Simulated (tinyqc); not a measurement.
Six-band hole subbands of a thin body in a field: one step. Its levels. Two cases, with inputs chosen for the exercise.

Question. Diagonalise; the levels come in pairs. Give each pair and its weights on X, Y, Z, summed over spin and averaged over the pair.

Give: levels; weights.

Case 1.

H (meV):
```
           X+         Y+        Z+        X-         Y-        Z-
X+   115.4850   14.3333i         0         0          0  -14.3333
Y+  -14.3333i   115.4850         0         0          0  14.3333i
Z+          0          0  127.4710   14.3333  -14.3333i         0
X-          0          0   14.3333  115.4850  -14.3333i         0
Y-          0          0  14.3333i  14.3333i   115.4850         0
Z-   -14.3333  -14.3333i         0         0          0  127.4710
```

Answer.

levels (meV): 101.15  108.34  148.95

weights:
```
   pair 1  pair 2  pair 3
X   0.500   0.236   0.264
Y   0.500   0.236   0.264
Z   0.000   0.529   0.471
```

Case 2.

H (meV):
```
                   X+                 Y+        Z+                 X-                 Y-
X+           382.7350  -34.0389+96.6667i         0                  0                  0
Y+  -34.0389-96.6667i           382.7350         0                  0                  0
Z+                  0                  0  809.3483            96.6667          -96.6667i
X-                  0                  0   96.6667           382.7350  -34.0389-96.6667i
Y-                  0                  0  96.6667i  -34.0389+96.6667i           382.7350
Z-           -96.6667          -96.6667i         0                  0                  0

          Z-
X+  -96.6667
Y+  96.6667i
Z+         0
X-         0
Y-         0
Z-  809.3483
```

Answer.

levels (meV): 279.05  436.90  858.86

weights:
```
   pair 1  pair 2  pair 3
X   0.499   0.443   0.058
Y   0.499   0.443   0.058
Z   0.003   0.114   0.884
```

Computed by tinyqc, one run a case: `OMP_NUM_THREADS=1 python tinyqc.py N N+1 out.jsonl` with N = 1282529, 1282663; one thread of a shared Intel(R) Xeon(R) Processor @ 2.30GHz, about 0.4 s a run at most.
